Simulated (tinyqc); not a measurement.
Doping from the body effect.

Question. The threshold of a long MOSFET, counted against the source, shifts by gamma (sqrt(2 phiF + Vsb) - sqrt(2 phiF)) with gamma = sqrt(2 eps0 eps_r q N)/Cox. Find 2 phiF, gamma and N from two shifts.

Inputs (values chosen for the exercise):
- eps_r = 8.81 (relative permittivity)

Constants: q = 1.602176634e-19 C, eps0 = 8.8541878128e-14 F/cm where lengths are in cm. Results are converted to the units shown.

|VT - VT(0)| at source-body biases 1.1 and 3.3 V (V): [0.0075325760, 0.020449693]
Cox = 1.5696060 uF/cm^2

Answer. The ratio of the shifts depends on 2 phiF alone and rises steadily with it, so it fixes 2 phiF; either shift then gives gamma, and gamma gives N.

2 phiF = 3.956 V
gamma = 0.02902 V^0.5
N = 8.300e15 cm^-3

Computed by the program tinyqc: `OMP_NUM_THREADS=1 python tinyqc.py 2060081 2060082 out.jsonl`, one thread of a shared Intel Xeon 2.30GHz, about 0.01 s for the whole run.
